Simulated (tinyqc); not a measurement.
Inside a calculation (part 1 of 2). Method: UHF in the sto-6g basis, for BeH, spin multiplicity 2. Computed by tinyqc, a small Python program that keeps every step (integrals from PySCF). Settings: charge = 0, multiplicity = 2, basis = sto-6g, energy threshold = 1e-08, iteration cap = 70, orthogonalisation = canonical, start = core, DIIS depth = 0, damping = 0.2, method = UHF. Command: `OMP_NUM_THREADS=1 python tinyqc.py 26905 26906 out.jsonl` (the two numbers bound the seeds that draw the settings). One thread of a shared host (Intel(R) Xeon(R) Processor @ 2.60GHz), about 0.2 s of CPU time with the checks. Later iterations appear only in the table of the cycle.

## One-electron integrals

Geometry (angstrom):
```
atom,x,y,z
Be,0.000000,0.000000,0.000000
H,0.000000,0.000000,1.824000
```

Basis sto-6g: exponents (1/bohr^2) and contraction coefficients of normalised primitives:
```
element,l (shell),exponent,coefficient
Be,s (1),312.870494,0.009164
Be,s (1),57.364463,0.049361
Be,s (1),16.048509,0.168538
Be,s (1),5.513096,0.370563
Be,s (1),2.140897,0.416492
Be,s (1),0.881739,0.130334
Be,s (2),13.633247,-0.013253
Be,s (2),2.698375,-0.046992
Be,s (2),0.838653,-0.033785
Be,s (2),0.322660,0.250242
Be,s (2),0.140131,0.595117
Be,s (2),0.064233,0.240706
Be,p (3),13.633247,0.003760
Be,p (3),2.698375,0.037679
Be,p (3),0.838653,0.173897
Be,p (3),0.322660,0.418036
Be,p (3),0.140131,0.425860
Be,p (3),0.064233,0.101708
H,s (1),35.523221,0.009164
H,s (1),6.513144,0.049361
H,s (1),1.822143,0.168538
H,s (1),0.625955,0.370563
H,s (1),0.243077,0.416492
H,s (1),0.100112,0.130334
```

Overlap, kinetic and nuclear-attraction integrals over the contracted functions; the nuclear repulsion is the sum of Za Zb / Rab.

nuclear repulsion = 1.16047634 hartree

overlap S, lower triangle:
```
,1Be 1s,1Be 2s,1Be 2px,1Be 2py,1Be 2pz,2H 1s
1Be 1s,1.000000
1Be 2s,0.254764,1.000000
1Be 2px,0.000000,0.000000,1.000000
1Be 2py,0.000000,0.000000,0.000000,1.000000
1Be 2pz,0.000000,0.000000,0.000000,0.000000,1.000000
2H 1s,0.024327,0.285282,0.000000,0.000000,0.367705,1.000000
```

kinetic energy T (hartree), lower triangle:
```
,1Be 1s,1Be 2s,1Be 2px,1Be 2py,1Be 2pz,2H 1s
1Be 1s,6.768753
1Be 2s,-0.207382,0.220121
1Be 2px,0.000000,0.000000,0.661265
1Be 2py,0.000000,0.000000,0.000000,0.661265
1Be 2pz,0.000000,0.000000,0.000000,0.000000,0.661265
2H 1s,-0.008759,0.015755,0.000000,0.000000,0.070591,0.768522
```

nuclear attraction V (hartree), lower triangle:
```
,1Be 1s,1Be 2s,1Be 2px,1Be 2py,1Be 2pz,2H 1s
1Be 1s,-15.004910
1Be 2s,-1.724645,-2.585664
1Be 2px,0.000000,0.000000,-2.562914
1Be 2py,0.000000,0.000000,0.000000,-2.562914
1Be 2pz,-0.010231,-0.097494,0.000000,0.000000,-2.630855
2H 1s,-0.178041,-0.655383,0.000000,0.000000,-0.830578,-2.398854
```

core Hamiltonian H = T + V (hartree), lower triangle:
```
,1Be 1s,1Be 2s,1Be 2px,1Be 2py,1Be 2pz,2H 1s
1Be 1s,-8.236157
1Be 2s,-1.932028,-2.365542
1Be 2px,0.000000,0.000000,-1.901648
1Be 2py,0.000000,0.000000,0.000000,-1.901648
1Be 2pz,-0.010231,-0.097494,0.000000,0.000000,-1.969590
2H 1s,-0.186800,-0.639628,0.000000,0.000000,-0.759986,-1.630331
```

## Two-electron integrals

Functions are numbered as in S; the eight-fold symmetry (ij|kl) = (ji|kl) = (kl|ij) leaves the list below.

Two-electron integrals (ij|kl) in chemists' order, unique and non-zero (hartree):
```
i,j,k,l,(ij|kl)
1,1,1,1,2.299996
2,1,1,1,0.361879
2,1,2,1,0.071926
2,2,1,1,0.570332
2,2,2,1,0.139654
2,2,2,2,0.417773
3,1,3,1,0.015252
3,2,3,1,0.022555
3,2,3,2,0.092340
3,3,1,1,0.570332
3,3,2,1,0.139654
3,3,2,2,0.417773
3,3,3,3,0.450117
4,1,4,1,0.015252
4,2,4,1,0.022555
4,2,4,2,0.092340
4,3,4,3,0.024258
4,4,1,1,0.570332
4,4,2,1,0.139654
4,4,2,2,0.417773
4,4,3,3,0.401601
4,4,4,4,0.450117
5,1,5,1,0.015252
5,2,5,1,0.022555
5,2,5,2,0.092340
5,3,5,3,0.024258
5,4,5,4,0.024258
5,5,1,1,0.570332
5,5,2,1,0.139654
5,5,2,2,0.417773
5,5,3,3,0.401601
5,5,4,4,0.401601
5,5,5,5,0.450117
6,1,1,1,0.035016
6,1,2,1,0.006784
6,1,2,2,0.013210
6,1,3,3,0.013100
6,1,4,4,0.013100
6,1,5,1,0.000679
6,1,5,2,0.001345
6,1,5,5,0.013429
6,1,6,1,0.000677
6,2,1,1,0.115960
6,2,2,1,0.029035
6,2,2,2,0.098698
6,2,3,3,0.094663
6,2,4,4,0.094663
6,2,5,1,0.003931
6,2,5,2,0.025947
6,2,5,5,0.106767
6,2,6,1,0.003064
6,2,6,2,0.039781
6,3,3,1,0.002341
6,3,3,2,0.011656
6,3,5,3,0.004107
6,3,6,3,0.002960
6,4,4,1,0.002341
6,4,4,2,0.011656
6,4,5,4,0.004107
6,4,6,4,0.002960
6,5,1,1,0.136283
6,5,2,1,0.034457
6,5,2,2,0.121757
6,5,3,3,0.114760
6,5,4,4,0.114760
6,5,5,1,0.006247
6,5,5,2,0.040184
6,5,5,5,0.135750
6,5,6,1,0.003768
6,5,6,2,0.055167
6,5,6,5,0.077971
6,6,1,1,0.289760
6,6,2,1,0.073754
6,6,2,2,0.280469
6,6,3,3,0.262025
6,6,4,4,0.262025
6,6,5,1,0.010057
6,6,5,2,0.089263
6,6,5,5,0.317356
6,6,6,1,0.007905
6,6,6,2,0.153525
6,6,6,5,0.223624
6,6,6,6,0.774999
```

## Orthogonalisation

S = U s U^T; canonical form X = U s^(-1/2), so that X^T S X = 1. Each column of U has its largest component positive (the first on a tie).

eigenvalues of S: 0.512186  0.802601  1.000000  1.000000  1.180600  1.504612

X:
```
,1,2,3,4,5,6
1Be 1s,0.325035,0.752921,0.000000,0.000000,0.586327,0.237734
1Be 2s,-0.710690,-0.555911,0.000000,0.000000,0.439098,0.420182
1Be 2px,0.000000,0.000000,-0.280742,0.959783,0.000000,0.000000
1Be 2py,0.000000,0.000000,0.959783,0.280742,0.000000,0.000000
1Be 2pz,-0.697223,0.535948,0.000000,0.000000,-0.500106,0.386877
2H 1s,0.924968,-0.287719,0.000000,0.000000,-0.245630,0.530923
```

Within a degenerate level the vectors are fixed only up to a rotation; this is one choice.

## Starting guess

The start is the orbitals of the core Hamiltonian; D(s) = C_occ C_occ^T for each spin.

D(alpha) at the start, lower triangle:
```
,1Be 1s,1Be 2s,1Be 2px,1Be 2py,1Be 2pz,2H 1s
1Be 1s,1.070608
1Be 2s,-0.277496,1.086225
1Be 2px,0.000000,0.000000,0.000000
1Be 2py,0.000000,0.000000,0.000000,0.000000
1Be 2pz,-0.003676,0.003905,0.000000,0.000000,0.981192
2H 1s,0.012852,-0.029492,0.000000,0.000000,0.024634,0.001454
```

D(beta) at the start, lower triangle:
```
,1Be 1s,1Be 2s,1Be 2px,1Be 2py,1Be 2pz,2H 1s
1Be 1s,1.052521
1Be 2s,-0.197103,0.728880
1Be 2px,0.000000,0.000000,0.000000
1Be 2py,0.000000,0.000000,0.000000,0.000000
1Be 2pz,-0.112489,0.487577,0.000000,0.000000,0.326534
2H 1s,0.007930,-0.007614,0.000000,0.000000,-0.004979,0.000114
```

## Iteration 1: building the Fock matrix

J_ij = sum D_kl (ij|kl) with D = D(alpha) + D(beta), K_ij = sum D_kl (ik|jl) for each spin; F = H + J - K(s); E = tr D H + tr D J / 2 - 0.5 sum_s tr D(s) K(s) + E_nn.

Coulomb J (hartree), lower triangle:
```
,1Be 1s,1Be 2s,1Be 2px,1Be 2py,1Be 2pz,2H 1s
1Be 1s,6.319404
1Be 2s,1.135757,2.381414
1Be 2px,0.000000,0.000000,2.360257
1Be 2py,0.000000,0.000000,0.000000,2.360257
1Be 2pz,0.018625,0.085376,0.000000,0.000000,2.423730
2H 1s,0.110568,0.561584,0.000000,0.000000,0.692691,1.553633
```

exchange K(alpha) (hartree), lower triangle:
```
,1Be 1s,1Be 2s,1Be 2px,1Be 2py,1Be 2pz,2H 1s
1Be 1s,2.355180
1Be 2s,0.383499,0.540158
1Be 2px,0.000000,0.000000,0.127493
1Be 2py,0.000000,0.000000,0.000000,0.127493
1Be 2pz,-0.000325,0.001233,0.000000,0.000000,0.550355
2H 1s,0.042561,0.137945,0.000000,0.000000,0.167127,0.122436
```

exchange K(beta) (hartree), lower triangle:
```
,1Be 1s,1Be 2s,1Be 2px,1Be 2py,1Be 2pz,2H 1s
1Be 1s,2.335991
1Be 2s,0.364076,0.354014
1Be 2px,0.000000,0.000000,0.082206
1Be 2py,0.000000,0.000000,0.000000,0.082206
1Be 2pz,0.013933,0.228927,0.000000,0.000000,0.219589
2H 1s,0.040826,0.149333,0.000000,0.000000,0.129417,0.102559
```

F(alpha) (hartree), lower triangle:
```
,1Be 1s,1Be 2s,1Be 2px,1Be 2py,1Be 2pz,2H 1s
1Be 1s,-4.271934
1Be 2s,-1.179770,-0.524286
1Be 2px,0.000000,0.000000,0.331116
1Be 2py,0.000000,0.000000,0.000000,0.331116
1Be 2pz,0.008718,-0.013351,0.000000,0.000000,-0.096215
2H 1s,-0.118793,-0.215989,0.000000,0.000000,-0.234422,-0.199134
```

F(beta) (hartree), lower triangle:
```
,1Be 1s,1Be 2s,1Be 2px,1Be 2py,1Be 2pz,2H 1s
1Be 1s,-4.252744
1Be 2s,-1.160347,-0.338142
1Be 2px,0.000000,0.000000,0.376403
1Be 2py,0.000000,0.000000,0.000000,0.376403
1Be 2pz,-0.005540,-0.241045,0.000000,0.000000,0.234551
2H 1s,-0.117058,-0.227377,0.000000,0.000000,-0.196713,-0.179257
```

total energy of this density = -14.64551072 hartree

This density is the starting one.

## Iteration 1: diagonalisation and new density

Diagonalise F' = X^T F X, C = X C', fill 3 alpha and 2 beta electrons from the bottom; D(s) = C_occ C_occ^T; the new density keeps 0.2 of the old one (damping). Each column has its largest component positive (the first on a tie).

F' = X^T F X (alpha) (hartree), lower triangle:
```
,1,2,3,4,5,6
1,0.109498
2,-0.490287,-1.570596
3,0.000000,0.000000,0.331116
4,0.000000,0.000000,0.000000,0.331116
5,-0.433316,-1.722146,0.000000,0.000000,-2.189275
6,-0.246123,-0.835634,0.000000,0.000000,-1.033521,-0.865626
```

orbital energies (alpha) (hartree): MO1 -4.274166, MO2 -0.333489, MO3 -0.152916, MO4 0.244573, MO5 0.331116, MO6 0.331116

coefficients C (alpha):
```
,MO1,MO2,MO3,MO4,MO5,MO6
1Be 1s,0.993507,-0.158520,-0.218037,0.114494,0.000000,0.000000
1Be 2s,0.024605,0.512944,0.808500,-0.515836,0.000000,0.000000
1Be 2px,0.000000,0.000000,0.000000,0.000000,-0.593342,0.804950
1Be 2py,0.000000,0.000000,0.000000,0.000000,0.804950,0.593342
1Be 2pz,-0.001354,0.313435,-0.575294,-0.862516,0.000000,0.000000
2H 1s,-0.002002,0.591608,-0.254300,0.930532,0.000000,0.000000
```

F' = X^T F X (beta) (hartree), lower triangle:
```
,1,2,3,4,5,6
1,0.122559
2,-0.520534,-1.313649
3,0.000000,0.000000,0.376403
4,0.000000,0.000000,0.000000,0.376403
5,-0.402120,-1.962538,0.000000,0.000000,-1.933278
6,-0.250347,-0.802986,0.000000,0.000000,-1.063288,-0.838489
```

orbital energies (beta) (hartree): MO1 -4.254287, MO2 -0.312784, MO3 0.149617, MO4 0.376403, MO5 0.376403, MO6 0.454596

coefficients C (beta):
```
,MO1,MO2,MO3,MO4,MO5,MO6
1Be 1s,0.994712,-0.157483,-0.233249,0.000000,0.000000,0.064625
1Be 2s,0.020293,0.512559,0.939592,0.000000,0.000000,-0.193686
1Be 2px,0.000000,0.000000,0.000000,-0.018053,0.999837,0.000000
1Be 2py,0.000000,0.000000,0.000000,0.999837,0.018053,0.000000
1Be 2pz,0.003125,0.312571,0.189174,0.000000,0.000000,1.019629
2H 1s,-0.002649,0.592454,-0.830756,0.000000,0.000000,-0.489282
```

D(alpha) after iteration 1, lower triangle:
```
,1Be 1s,1Be 2s,1Be 2px,1Be 2py,1Be 2pz,2H 1s
1Be 1s,1.061901
1Be 2s,-0.242019,0.951157
1Be 2px,0.000000,0.000000,0.000000
1Be 2py,0.000000,0.000000,0.000000,0.000000
1Be 2pz,0.058789,-0.242726,0.000000,0.000000,0.539603
2H 1s,-0.029689,0.072350,0.000000,0.000000,0.270311,0.332029
```

D(beta) after iteration 1, lower triangle:
```
,1Be 1s,1Be 2s,1Be 2px,1Be 2py,1Be 2pz,2H 1s
1Be 1s,1.021906
1Be 2s,-0.087848,0.356279
1Be 2px,0.000000,0.000000,0.000000
1Be 2py,0.000000,0.000000,0.000000,0.000000
1Be 2pz,-0.059391,0.225735,0.000000,0.000000,0.143475
2H 1s,-0.075164,0.241369,0.000000,0.000000,0.147145,0.280830
```

Within a degenerate level the vectors are fixed only up to a rotation; this is one choice.

## Iteration 2: building the Fock matrix

As before.

Coulomb J (hartree), lower triangle:
```
,1Be 1s,1Be 2s,1Be 2px,1Be 2py,1Be 2pz,2H 1s
1Be 1s,6.046039
1Be 2s,1.075382,2.260611
1Be 2px,0.000000,0.000000,2.229912
1Be 2py,0.000000,0.000000,0.000000,2.229912
1Be 2pz,0.012919,0.101089,0.000000,0.000000,2.322012
2H 1s,0.104659,0.588035,0.000000,0.000000,0.747772,1.891916
```

exchange K(alpha) (hartree), lower triangle:
```
,1Be 1s,1Be 2s,1Be 2px,1Be 2py,1Be 2pz,2H 1s
1Be 1s,2.343343
1Be 2s,0.375701,0.495769
1Be 2px,0.000000,0.000000,0.110948
1Be 2py,0.000000,0.000000,0.000000,0.110948
1Be 2pz,0.000147,-0.046695,0.000000,0.000000,0.440714
2H 1s,0.040495,0.189699,0.000000,0.000000,0.254012,0.452774
```

exchange K(beta) (hartree), lower triangle:
```
,1Be 1s,1Be 2s,1Be 2px,1Be 2py,1Be 2pz,2H 1s
1Be 1s,2.313014
1Be 2s,0.368985,0.273146
1Be 2px,0.000000,0.000000,0.055317
1Be 2py,0.000000,0.000000,0.000000,0.055317
1Be 2pz,0.004138,0.175398,0.000000,0.000000,0.189408
2H 1s,0.037737,0.211257,0.000000,0.000000,0.215747,0.406350
```

F(alpha) (hartree), lower triangle:
```
,1Be 1s,1Be 2s,1Be 2px,1Be 2py,1Be 2pz,2H 1s
1Be 1s,-4.533461
1Be 2s,-1.232347,-0.600700
1Be 2px,0.000000,0.000000,0.217316
1Be 2py,0.000000,0.000000,0.000000,0.217316
1Be 2pz,0.002540,0.050290,0.000000,0.000000,-0.088292
2H 1s,-0.122636,-0.241292,0.000000,0.000000,-0.266227,-0.191189
```

F(beta) (hartree), lower triangle:
```
,1Be 1s,1Be 2s,1Be 2px,1Be 2py,1Be 2pz,2H 1s
1Be 1s,-4.503132
1Be 2s,-1.225631,-0.378077
1Be 2px,0.000000,0.000000,0.272947
1Be 2py,0.000000,0.000000,0.000000,0.272947
1Be 2pz,-0.001450,-0.171803,0.000000,0.000000,0.163014
2H 1s,-0.119878,-0.262851,0.000000,0.000000,-0.227961,-0.144765
```

total energy of this density = -14.94259048 hartree

This density is a damped mixture and is not idempotent.

## Iteration 2: diagonalisation and new density

As before.

F' = X^T F X (alpha) (hartree), lower triangle:
```
,1,2,3,4,5,6
1,0.216060
2,-0.565954,-1.735050
3,0.000000,0.000000,0.217316
4,0.000000,0.000000,0.000000,0.217316
5,-0.444489,-1.786987,0.000000,0.000000,-2.344104
6,-0.277344,-0.872051,0.000000,0.000000,-1.101105,-0.906747
```

orbital energies (alpha) (hartree): MO1 -4.534985, MO2 -0.361459, MO3 -0.246043, MO4 0.217316, MO5 0.217316, MO6 0.372647

coefficients C (alpha):
```
,MO1,MO2,MO3,MO4,MO5,MO6
1Be 1s,0.994775,-0.203266,-0.165886,0.000000,0.000000,0.120086
1Be 2s,0.019997,0.691196,0.645888,0.000000,0.000000,-0.536799
1Be 2px,0.000000,0.000000,0.000000,0.013489,0.999909,0.000000
1Be 2py,0.000000,0.000000,0.000000,0.999909,-0.013489,0.000000
1Be 2pz,-0.000174,0.132808,-0.641438,0.000000,0.000000,-0.862589
2H 1s,-0.001969,0.528988,-0.393315,0.000000,0.000000,0.919800
```

F' = X^T F X (beta) (hartree), lower triangle:
```
,1,2,3,4,5,6
1,0.252845
2,-0.546750,-1.469424
3,0.000000,0.000000,0.272947
4,0.000000,0.000000,0.000000,0.272947
5,-0.463997,-2.006476,0.000000,0.000000,-2.108503
6,-0.260031,-0.859779,0.000000,0.000000,-1.115514,-0.879830
```

orbital energies (beta) (hartree): MO1 -4.504642, MO2 -0.324684, MO3 0.182554, MO4 0.272947, MO5 0.272947, MO6 0.441860

coefficients C (beta):
```
,MO1,MO2,MO3,MO4,MO5,MO6
1Be 1s,0.994909,-0.158588,-0.235179,0.000000,0.000000,-0.050305
1Be 2s,0.019599,0.522125,0.916617,0.000000,0.000000,0.265125
1Be 2px,0.000000,0.000000,0.000000,0.722826,-0.691030,0.000000
1Be 2py,0.000000,0.000000,0.000000,0.691030,0.722826,0.000000
1Be 2pz,0.001909,0.313588,-0.311372,0.000000,0.000000,0.988862
2H 1s,-0.002872,0.584522,-0.511889,0.000000,0.000000,-0.822713
```

D(alpha) after iteration 2, lower triangle:
```
,1Be 1s,1Be 2s,1Be 2px,1Be 2py,1Be 2pz,2H 1s
1Be 1s,1.059111
1Be 2s,-0.230602,0.906490
1Be 2px,0.000000,0.000000,0.000000
1Be 2py,0.000000,0.000000,0.000000,0.000000
1Be 2pz,0.075147,-0.306548,0.000000,0.000000,0.451185
2H 1s,-0.041329,0.103716,0.000000,0.000000,0.312095,0.414029
```

D(beta) after iteration 2, lower triangle:
```
,1Be 1s,1Be 2s,1Be 2px,1Be 2py,1Be 2pz,2H 1s
1Be 1s,1.016377
1Be 2s,-0.068213,0.289655
1Be 2px,0.000000,0.000000,0.000000
1Be 2py,0.000000,0.000000,0.000000,0.000000
1Be 2pz,-0.050143,0.176163,0.000000,0.000000,0.107368
2H 1s,-0.091477,0.292384,0.000000,0.000000,0.176064,0.329505
```

Within a degenerate level the vectors are fixed only up to a rotation; this is one choice.

## Iteration 3: building the Fock matrix

As before.

Coulomb J (hartree), lower triangle:
```
,1Be 1s,1Be 2s,1Be 2px,1Be 2py,1Be 2pz,2H 1s
1Be 1s,5.989167
1Be 2s,1.062820,2.235412
1Be 2px,0.000000,0.000000,2.202668
1Be 2py,0.000000,0.000000,0.000000,2.202668
1Be 2pz,0.011392,0.102849,0.000000,0.000000,2.300902
2H 1s,0.103409,0.593156,0.000000,0.000000,0.758656,1.961373
```

exchange K(alpha) (hartree), lower triangle:
```
,1Be 1s,1Be 2s,1Be 2px,1Be 2py,1Be 2pz,2H 1s
1Be 1s,2.340349
1Be 2s,0.374159,0.482878
1Be 2px,0.000000,0.000000,0.106414
1Be 2py,0.000000,0.000000,0.000000,0.106414
1Be 2pz,0.000034,-0.061748,0.000000,0.000000,0.417377
2H 1s,0.039994,0.201134,0.000000,0.000000,0.271077,0.528937
```

exchange K(beta) (hartree), lower triangle:
```
,1Be 1s,1Be 2s,1Be 2px,1Be 2py,1Be 2pz,2H 1s
1Be 1s,2.308786
1Be 2s,0.369930,0.259624
1Be 2px,0.000000,0.000000,0.050585
1Be 2py,0.000000,0.000000,0.000000,0.050585
1Be 2pz,0.001856,0.165454,0.000000,0.000000,0.183348
2H 1s,0.037123,0.223765,0.000000,0.000000,0.231574,0.461664
```

F(alpha) (hartree), lower triangle:
```
,1Be 1s,1Be 2s,1Be 2px,1Be 2py,1Be 2pz,2H 1s
1Be 1s,-4.587339
1Be 2s,-1.243367,-0.613009
1Be 2px,0.000000,0.000000,0.194606
1Be 2py,0.000000,0.000000,0.000000,0.194606
1Be 2pz,0.001127,0.067103,0.000000,0.000000,-0.086065
2H 1s,-0.123385,-0.247606,0.000000,0.000000,-0.272407,-0.197896
```

F(beta) (hartree), lower triangle:
```
,1Be 1s,1Be 2s,1Be 2px,1Be 2py,1Be 2pz,2H 1s
1Be 1s,-4.555776
1Be 2s,-1.239138,-0.389755
1Be 2px,0.000000,0.000000,0.250435
1Be 2py,0.000000,0.000000,0.000000,0.250435
1Be 2pz,-0.000696,-0.160099,0.000000,0.000000,0.147964
2H 1s,-0.120513,-0.270237,0.000000,0.000000,-0.232904,-0.130623
```

total energy of this density = -15.01193340 hartree

This density is a damped mixture and is not idempotent.

## Iteration 3: diagonalisation and new density

As before.

F' = X^T F X (alpha) (hartree), lower triangle:
```
,1,2,3,4,5,6
1,0.237711
2,-0.577352,-1.771035
3,0.000000,0.000000,0.194606
4,0.000000,0.000000,0.000000,0.194606
5,-0.446173,-1.800046,0.000000,0.000000,-2.377017
6,-0.291150,-0.878477,0.000000,0.000000,-1.113919,-0.916063
```

orbital energies (alpha) (hartree): MO1 -4.588744, MO2 -0.371171, MO3 -0.264121, MO4 0.194606, MO5 0.194606, MO6 0.397632

coefficients C (alpha):
```
,MO1,MO2,MO3,MO4,MO5,MO6
1Be 1s,0.995012,-0.212077,0.150643,0.000000,0.000000,0.122939
1Be 2s,0.019130,0.727320,-0.596008,0.000000,0.000000,-0.546709
1Be 2px,0.000000,0.000000,0.000000,-0.483326,0.875440,0.000000
1Be 2py,0.000000,0.000000,0.000000,0.875440,0.483326,0.000000
1Be 2pz,0.000091,0.074325,0.648054,0.000000,0.000000,-0.864663
2H 1s,-0.001991,0.513199,0.431092,0.000000,0.000000,0.911781
```

F' = X^T F X (beta) (hartree), lower triangle:
```
,1,2,3,4,5,6
1,0.279370
2,-0.554441,-1.501650
3,0.000000,0.000000,0.250435
4,0.000000,0.000000,0.000000,0.250435
5,-0.478143,-2.015845,0.000000,0.000000,-2.143739
6,-0.256119,-0.871802,0.000000,0.000000,-1.128405,-0.887375
```

orbital energies (beta) (hartree): MO1 -4.557275, MO2 -0.326141, MO3 0.174211, MO4 0.250435, MO5 0.250435, MO6 0.455811

coefficients C (beta):
```
,MO1,MO2,MO3,MO4,MO5,MO6
1Be 1s,0.994956,-0.161149,-0.227972,0.000000,0.000000,-0.070402
1Be 2s,0.019431,0.533536,0.883083,0.000000,0.000000,0.344388
1Be 2px,0.000000,0.000000,0.000000,-0.231079,0.972935,0.000000
1Be 2py,0.000000,0.000000,0.000000,0.972935,0.231079,0.000000
1Be 2pz,0.001699,0.316651,-0.404138,0.000000,0.000000,0.953699
2H 1s,-0.002906,0.573722,-0.439837,0.000000,0.000000,-0.870597
```

D(alpha) after iteration 3, lower triangle:
```
,1Be 1s,1Be 2s,1Be 2px,1Be 2py,1Be 2pz,2H 1s
1Be 1s,1.057998
1Be 2s,-0.226119,0.888967
1Be 2px,0.000000,0.000000,0.000000
1Be 2py,0.000000,0.000000,0.000000,0.000000
1Be 2pz,0.080592,-0.327058,0.000000,0.000000,0.430636
2H 1s,-0.044968,0.113774,0.000000,0.000000,0.316431,0.442180
```

D(beta) after iteration 3, lower triangle:
```
,1Be 1s,1Be 2s,1Be 2px,1Be 2py,1Be 2pz,2H 1s
1Be 1s,1.016000
1Be 2s,-0.066959,0.285961
1Be 2px,0.000000,0.000000,0.000000
1Be 2py,0.000000,0.000000,0.000000,0.000000
1Be 2pz,-0.049499,0.170415,0.000000,0.000000,0.101690
2H 1s,-0.094573,0.303313,0.000000,0.000000,0.180545,0.329234
```

Within a degenerate level the vectors are fixed only up to a rotation; this is one choice.
